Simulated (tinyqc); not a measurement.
# Threshold of a short bulk MOSFET: charge sharing, barrier lowering, narrow width, step by step

Program tinyqc, `OMP_NUM_THREADS=1 python tinyqc.py 2002132 2002133 out.jsonl`; Intel Xeon 2.30GHz, shared host, one thread, about 0.01 s. Printed values are rounded.

n-channel device on a p-type body, depletion approximation, full ionisation. Uniform doping N = Na. Vbi from Boltzmann statistics is rough for the degenerate source. Cox = eps0 eox/tox.

Parameters, values chosen for the exercise; band and dielectric values close to those of silicon: temperature T = 400 K; band gap Eg = 1.1 eV; relative permittivity eps_r = 11.5; conduction-band density of states at T Nc = 4.23e19 cm^-3; valence-band density of states at T Nv = 4.1e19 cm^-3; relative permittivity of the gate insulator (close to silicon dioxide) eox = 3.9; insulator thickness tox = 1.2 nm; channel doping Na = 1.4e18 cm^-3; source and drain doping Nsd = 1e20 cm^-3; flat-band voltage for the doping Na Vfb = -0.89 V; junction depth xj = 130 nm; body-source voltage Vbs = -1 V; drain-source voltage Vds = 0.05 V; gate width W = 190 nm; shape factor of the fringing depletion at the width edges xw = 0.7854; channel length L = 130 nm.

Constants: q = 1.602176634e-19 C, kB = 1.380649e-23 J/K, Vt = kB T/q, eps0 = 8.8541878128e-14 F/cm where lengths are in cm. Results are converted to the units shown.

## Long-channel threshold and scales

ni = sqrt(Nc Nv) exp(-Eg/(2 Vt)), Eg in volts; 2 pB = 2 Vt ln(N/ni); flat band Vfb - Vt ln(N/Na); Wd = sqrt(2 eps0 eps_r (2 pB - Vbs)/(q N)); body term q N Wd/Cox; long-channel VT0 = flat band + 2 pB + body term; Vbi = Vt ln(N Nsd/ni^2); scale length l = sqrt((eps_r/eox) tox Wd).

N = 1.4e18 cm^-3
2 pB = 0.866111 V
flat band = -0.89 V
Wd = 41.1612 nm
body term = 0.320844 V
VT0 = 0.296955 V
Vbi = 1.01325 V
l = 12.0684 nm

## Short-channel and narrow-width shifts

Charge sharing (trapezoid; it ignores Vds): F = (xj/L)(sqrt(1 + 2 Wd/xj) - 1), lowering = body term times F. Barrier lowering: th = exp(-L/(2 l)) + 2 exp(-L/l), lowering = th [2 (Vbi - 2 pB) + Vds], DIBL = th. Narrow width: rise = body term times xw Wd/W. VT by each model = VT0 - lowering + rise.

F = 0.277986
lowering by charge sharing = 89.1903 mV
th = 0.00462246
lowering of the barrier = 1.59141 mV
DIBL = 4.62246 mV/V
narrow-width rise = 54.5908 mV
VT, charge sharing = 0.262356 V
VT, barrier lowering = 0.349955 V

L is 10.8 scale lengths. The charge-sharing lowering is 56.0 times the barrier lowering; the first falls off as 1/L and the second exponentially. Both describe the same loss of gate control, so they are alternatives and are not added.
